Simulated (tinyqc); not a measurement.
Raman shift of the zone-centre optical phonon of a diamond-structure crystal under stress. From one set of inputs to another, one input at a time. Computed by tinyqc, a small Python program. Command: `OMP_NUM_THREADS=1 python tinyqc.py 3018927 3018928 out.jsonl ramanstress ladder`. One thread of a shared host (Intel(R) Xeon(R) Processor @ 2.30GHz), about 0.01 s of CPU time with the checks.

Axes x, y, z are the cube axes. Strain shifts the threefold optical mode and can split it; p, q and r are the phonon deformation potentials.

The inputs printed are set A. Set A is modelled on diamond; the values taken over come from a set modelled on silicon. Inputs not listed in the table keep their values of set A, so the rows need not describe a real material.

Inputs (values chosen for the exercise, modelled on diamond):
```
quantity                             value      unit
unstrained frequency omega_0          1335      1/cm
p/omega_0^2                          -2.93         -
q/omega_0^2                          -1.79         -
r/omega_0^2                          -1.94         -
C11                                   1079       GPa
C12                                  126.1       GPa
C44                                  582.5       GPa
stress sigma (tension positive)       0.22       GPa
polarisation angle phi                  30    degree
temperature coefficient d omega/dT  -0.011  1/(cm K)
local temperature T                    450         K
laser wavelength                       364        nm
```

Stress state: uniaxial. Axis: [110].

Constants: h = 6.62607015e-34 J s; c = 299792458 m/s; k_B = 1.380649e-23 J/K.

Method:
- S11 = (C11 + C12)/D, S12 = -C12/D, D = (C11 - C12)(C11 + 2 C12), S44 = 1/C44.
- Uniaxial stress along the unit vector n of the axis: sigma_ij = sigma n_i n_j.
- eps_xx = S11 sigma_xx + S12 (sigma_yy + sigma_zz), and cyclic; eps_xy = S44 sigma_xy/2 (tensor strain).
- Secular matrix: M_xx = p eps_xx + q (eps_yy + eps_zz), M_xy = 2 r eps_xy; its eigenvalues are omega^2 - omega_0^2, and the shifts are these over 2 omega_0.
- gamma = -(p + 2q)/(6 omega_0^2); the mean of the three shifts is -gamma omega_0 x (volume strain).
- Backscattering from a (001) surface: incident polarisation (cos phi, sin phi, 0). With Raman tensors (R_z)_xy = (R_z)_yx = 1 and cyclic, only the z component u_z of a mode counts: I = u_z^2 sin^2(2 phi) for parallel and u_z^2 cos^2(2 phi) for crossed polarisers. An unresolved line sits at the intensity-weighted shift, which is M_zz/(2 omega_0).
- A temperature above 300 K shifts the line by (d omega/dT)(T - 300 K); divided by the shift per stress it poses as a stress; the total shift adds it to the shift of the observed line. The anti-Stokes to Stokes ratio is [(omega_L + omega_0)/(omega_L - omega_0)]^3 exp(-h c omega_0/(k_B T)) in photon counts, omega_L = 1/wavelength, resonance effects left out.

Each row keeps all changes above it:
```
input moved                             from     to  mean shift (1/cm)  shift per stress (1/(cm GPa))  total shift (1/cm)
set A                                      -      -           -0.23938                        -0.8219             -1.8308
p/omega_0^2                            -2.93  -1.89           -0.20114                        -0.8909             -1.8460
C12 (GPa)                              126.1  63.51           -0.22202                        -0.9873             -1.8672
local temperature T (K)                  450    360           -0.22202                        -0.9873             -0.8772
q/omega_0^2                            -1.79  -2.41           -0.27235                        -1.3519             -0.9574
stress sigma (tension positive) (GPa)   0.22   0.34           -0.42090                        -1.3519             -1.1196
unstrained frequency omega_0 (1/cm)     1335  520.2           -0.16401                        -0.5268             -0.8391
r/omega_0^2                            -1.94  -0.69           -0.16401                        -0.5268             -0.8391
```

Which inputs carry the difference?

Mean shift goes from -0.239 to -0.164, +0.0754 in all. The largest single move comes from unstrained frequency omega_0 (+0.257), and stress sigma (tension positive) works against it (-0.149). Shift per stress goes from -0.822 to -0.527, +0.295 in all. The largest single move comes from unstrained frequency omega_0 (+0.825), and q/omega_0^2 works against it (-0.365). Total shift goes from -1.83 to -0.839, +0.992 in all. The largest single move comes from local temperature T (+0.99), and stress sigma (tension positive) works against it (-0.162). The single moves hold for this order of the switches; the total does not depend on the order.

Extremes, crossings and ranges named in words are read from the listed rows.
